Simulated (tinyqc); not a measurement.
# Resistance of a tapered via with liner, size effect and interface: effects of single changes

A round via whose diameter grows from db at the bottom as D(z) = db + 2 z/tan(ang). The fill, of diameter D - 2 tl, starts above the bottom liner (thickness fb tl) and has rho = rho0 (1 + ks lam/(D - 2 tl)); the sidewall liner conducts in parallel with it. The bottom liner and the interface are crossed over the full area pi db^2/4. Spreading in the lines above and below is left out.

Values chosen for this exercise; fill metal close to cobalt:
```
symbol    value      unit                                                   meaning
db           15        nm                                    diameter at the bottom
hv           19        nm                                                    height
ang          88   degrees                                            sidewall angle
rho0       6.35   uohm cm                              bulk resistivity of the fill
lam        11.8        nm                                mean free path of the fill
ks          0.7                                                  size-effect factor
tl          1.8        nm                                     liner on the sidewall
fb          0.5                       liner at the bottom over that on the sidewall
rl          340   uohm cm                                  resistivity of the liner
ri      2.1e-12  ohm cm^2                       interface resistivity at the bottom
Sb         1e15     S/m^2      ballistic conductance per area, about 3/(4 rho0 lam)
rho2       7.68   uohm cm  bulk resistivity of the second fill (close to ruthenium)
lam2        6.5        nm                                        its mean free path
tl2         0.2        nm                                                 its liner
```

Each table varies one quantity; the others keep the values above.

## Via resistance against the diameter at the bottom

Slices between z0 = fb tl and hv, evaluated at their midpoints: conductance per length pi/4 [(D - 2 tl)^2/rho + (D^2 - (D - 2 tl)^2)/rl], slice resistance = slice height over that. 2000 slices. R_fill = sum of the slices; R_bottom = rl fb tl/(pi db^2/4); R_interface = ri/(pi db^2/4); ballistic (Sharvin) limit 1/(Sb pi (db - 2 tl)^2/4); ideal cylinder rho0 hv/(pi db^2/4).

Result of one run:
```
db (nm),R_fill (ohm),R_bottom (ohm),R_interface (ohm),R (ohm),ballistic limit (ohm),R over ideal cylinder,largest part
80,0.2721,0.6088,0.04178,0.9226,0.2181,3.844,bottom liner
```

What becomes of these results when the diameter at the bottom db is changed from 80 to 30 nm, all else the same?

Result of the changed run:
```
db (nm),R_fill (ohm),R_bottom (ohm),R_interface (ohm),R (ohm),ballistic limit (ohm),R over ideal cylinder,largest part
30,2.585,4.329,0.2971,7.211,1.827,4.225,bottom liner
```

The whole series:
```
db (nm),R_fill (ohm),R_bottom (ohm),R_interface (ohm),R (ohm),ballistic limit (ohm),R over ideal cylinder,largest part
6,470.2,108.2,7.427,585.9,221.0,13.73,fill
8.3,119.7,56.56,3.881,180.1,57.64,8.078,fill
11,43.72,32.20,2.210,78.13,23.25,6.154,fill
16,13.70,15.22,1.044,29.96,8.281,4.993,bottom liner
22,5.695,8.050,0.5524,14.30,3.761,4.505,bottom liner
30,2.585,4.329,0.2971,7.211,1.827,4.225,bottom liner
42,1.155,2.209,0.1516,3.515,0.8635,4.037,bottom liner
58,0.5529,1.158,0.07948,1.791,0.4302,3.921,bottom liner
80,0.2721,0.6088,0.04178,0.9226,0.2181,3.844,bottom liner
```

R falls from 586 to 0.923 ohm. The fill is the largest part at db = 6, the bottom liner from 16 on. R goes as db^(-3.63) between the first two rows and db^(-2.06) between the last two; area alone gives -2. For db = 11, 16, 22, 30, 42, 58, 80 the ballistic limit exceeds half of R_fill, so the diffusive model understates R.

## Via resistance against the height

Same model as above.

2000 slices.

The same in every row: R_bottom (ohm) = 17.32; R_interface (ohm) = 1.188; ballistic limit (ohm) = 9.797.

Results:
```
hv (nm),R_fill (ohm),R (ohm),R over ideal cylinder,largest part
9,7.914,26.42,8.169,bottom liner
13,11.50,30.01,6.424,bottom liner
19,16.54,35.05,5.133,bottom liner
27,22.68,41.18,4.245,fill
40,31.45,49.96,3.476,fill
57,41.12,59.62,2.911,fill
120,65.54,84.04,1.949,fill
```

Estimate the missing row, hv = 83 nm.

Computed row:
```
hv (nm),R_fill (ohm),R (ohm),R over ideal cylinder,largest part
83,52.94,71.45,2.396,fill
```

With this row back in the table: R rises from 26.4 to 84.0 ohm. The bottom liner is the largest part at hv = 9, the fill from 27 on. The share of the two bottom terms goes from 70.0 to 22.0 %. For hv = 9, 13, 19 the ballistic limit exceeds half of R_fill, so the diffusive model understates R.

## Two fill metals against the diameter

2000 slices. R_fill = sum of the slices; R_bottom = rl fb tl/(pi db^2/4); R_interface = ri/(pi db^2/4). The second fill has rho2, lam2 and tl2 in place of rho0, lam and tl.

Two fill metals against the diameter:
```
db (nm),"R, first fill (ohm)","R, second fill (ohm)",ratio second/first
6,585.9,101.5,0.1733
8.5,166.9,46.38,0.2778
12,61.79,21.73,0.3516
17,25.92,10.26,0.3957
24,11.77,4.942,0.4201
35,5.176,2.249,0.4345
49,2.544,1.123,0.4416
70,1.214,0.5414,0.4460
100,0.5845,0.2622,0.4485
```

What does the comparison show?

The ratio goes from 0.173 to 0.449. The second fill gives the lower R in every row.

tinyqc, about 0.01 s, one thread, Intel Xeon 2.30GHz (shared host): `OMP_NUM_THREADS=1 python tinyqc.py 2750176 2750177 out.jsonl`
